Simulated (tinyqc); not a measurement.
From results back to parameters: quantum-confined Stark effect in a modulator well. Two cases, with inputs chosen for the exercise.

Problem. The shift of E_e + E_h was computed from a hidden field.

Envelopes on cells of 0.5 angstrom over the well |z| < L/2 and 45 angstrom of barrier on each side, psi = 0 beyond, psi'/m continuous (mean mass between points), c = hbar^2/2m0. The electron sees + e F z and the hole - e F z, each with its offset in the barriers; 1 kV/cm = 1e-5 eV/angstrom. Light holes, band mixing and escape by tunnelling are left out.

Constants: hbar^2/2m0 = 3.80998211 eV angstrom^2.

Find: F; local exponent d ln(shift)/d ln F.

Method. The shift grows steadily in size with F, so bisection finds one value; its slope is -e times the separation of the carriers.

Case 1.

Values chosen (near those of a Ge well in SiGe, direct gap; shifted at random, so the results belong to these values and not to a real crystal): L = 74 angstrom (well width); Vc = 0.383 eV (conduction offset); Vv = 0.104 eV (heavy-hole offset); me = 0.0414 m0 (electron, well); meb = 0.0548 m0 (electron, barrier); mh = 0.212 m0 (heavy hole along z, well); mhb = 0.236 m0 (heavy hole, barrier).

shift = -1.794 meV

Solution.

F = 43.0 kV/cm
local exponent d ln(shift)/d ln F = 1.99

Case 2.

Values chosen (near those of an InGaAs well in InAlAs; shifted at random, so the results belong to these values and not to a real crystal): L = 76 angstrom (well width); Vc = 0.519 eV (conduction offset); Vv = 0.202 eV (heavy-hole offset); me = 0.0426 m0 (electron, well); meb = 0.0713 m0 (electron, barrier); mh = 0.371 m0 (heavy hole along z, well); mhb = 0.442 m0 (heavy hole, barrier).

shift = -20.898 meV

Solution.

F = 160.0 kV/cm
local exponent d ln(shift)/d ln F = 1.78

Computed by tinyqc, one run a case: `OMP_NUM_THREADS=1 python tinyqc.py N N+1 out.jsonl` with N = 1251103, 1251160; one thread of a shared Intel(R) Xeon(R) Processor @ 2.30GHz, about 0.2 s a run at most.
